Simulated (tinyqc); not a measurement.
## Charge imbalance from the loss of breakdown voltage

Question. In a superjunction of pillar doping N and length Lp an imbalance dl lowers BV by q |dl| N Lp^2/(4 eps0 eps_r), as long as the field reaches through the pillar. Find |dl| and the net dose error |dl| N wp.

Inputs (values chosen for the exercise): relative permittivity of the semiconductor eps_r = 9.53; width of each pillar wp = 1.5 um.

Constants: q = 1.602176634e-19 C, eps0 = 8.8541878128e-14 F/cm where lengths are in cm. Results are converted to the units shown.

BV balanced and BV measured (V): 3000  2618.6793
N = 1.0659621e17 cm^-3
Lp = 17.362007 um

Solution. The loss is linear in |dl|; its sign cannot be told from BV.

|dl| = 2.500 %
dose error = 3.997e11 cm^-2

Numbers from tinyqc (`OMP_NUM_THREADS=1 python tinyqc.py 2590067 2590068 out.jsonl`; about 0.01 s on one thread of a shared Intel Xeon 2.30GHz).
